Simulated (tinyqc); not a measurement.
Lossy interposer transmission line with skin effect: two steps of the calculation.

A uniform line in a homogeneous dielectric: c = sqrt(er)/(c0 Z0), l = Z0 sqrt(er)/c0 (c0 = 299792458 m/s), g = w c td, w = 2 pi f. The resistance joins its limits as r = sqrt(r_dc^2 + r_hf^2), with r_dc = rho/(wd th), r_hf = kr rho/(2 delta (wd + th)), delta = sqrt(rho/(pi f mu0)), mu0 = 4 pi 1e-7 H/m; this is an interpolation, and internal inductance, up to 0.05 nH/mm at low frequency, is neglected.

Parameters, values chosen for the exercise:

| symbol | value | unit | meaning |
|---|---|---|---|
| len | 16 | mm | length |
| Rg | 25 | ohm | source resistance |
| RL | 1e5 | ohm | load resistance |
| CL | 100 | fF | load capacitance |
| f | 17 | GHz | frequency |

Question 1. Propagation constant and impedance. gamma = sqrt((r + i w l)(g + i w c)) = alpha + i beta, Zc = sqrt((r + i w l)/(g + i w c)), roots with positive real part; loss 8.685889638 alpha in dB; phase velocity w/beta.

r = 5.4652253 ohm/mm
l = 0.34180149 nH/mm
c = 136.72059 pF/m
g = 0.029207388 S/m

Wanted: gamma len; Zc; loss; phase velocity over c0; r/(w l).

Answer 1.

gamma len = 0.884+11.715i
Zc = 50.143-3.682i ohm
loss = 0.47975 dB/mm
phase velocity over c0 = 0.48663
r/(w l) = 0.14969

Question 2. Reflection, input impedance and transfer. ZL = 1/(1/RL + i w CL); reflection (ZL - Zc)/(ZL + Zc); Zin = Zc (ZL + Zc tanh(gamma len))/(Zc + ZL tanh(gamma len)); H = V_load/V_source = [Zin/(Zin + Rg)]/[cosh(gamma len) + (Zc/ZL) sinh(gamma len)].

gamma len = 0.883726+11.714587i
Zc = 50.142740-3.681832i ohm

Wanted: ZL; reflection at the load; Zin; H; |H|.

Answer 2.

ZL = 0.088-93.620i ohm
reflection at the load = 0.52014-0.78294i
Zin = 63.284+8.948i ohm
H = 0.42892+0.14288i
|H| = -6.8954 dB

Numbers from tinyqc (`OMP_NUM_THREADS=1 python tinyqc.py 2810204 2810205 out.jsonl`; about 0.01 s on one thread of a shared Intel Xeon 2.30GHz).
